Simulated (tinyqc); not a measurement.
Absorption coefficient and reflectance from two thicknesses.

Question. With transparent contact layers the responsivity is (1 - Rf)(1 - exp(-al wi)) q lam/(h c). The second absorber is twice as thick as the first. Find al and Rf.

Values chosen for this exercise:

| symbol | value | unit | meaning |
|---|---|---|---|
| lam | 1550 | nm | wavelength |

Constants: q = 1.602176634e-19 C, h = 6.62607015e-34 J s, c = 299792458 m/s. Results are converted to the units shown.

responsivity for wi = 1.4 and 2.8 um (A/W): 0.21948175  0.39614919

Answer. The ratio of the responsivities is 1 + exp(-al w1), which gives al; either value then gives 1 - Rf.

al = 1.55e3 1/cm
Rf = 0.100

Computed by the program tinyqc: `OMP_NUM_THREADS=1 python tinyqc.py 2250043 2250044 out.jsonl`, one thread of a shared Intel Xeon 2.30GHz, about 0.01 s for the whole run.
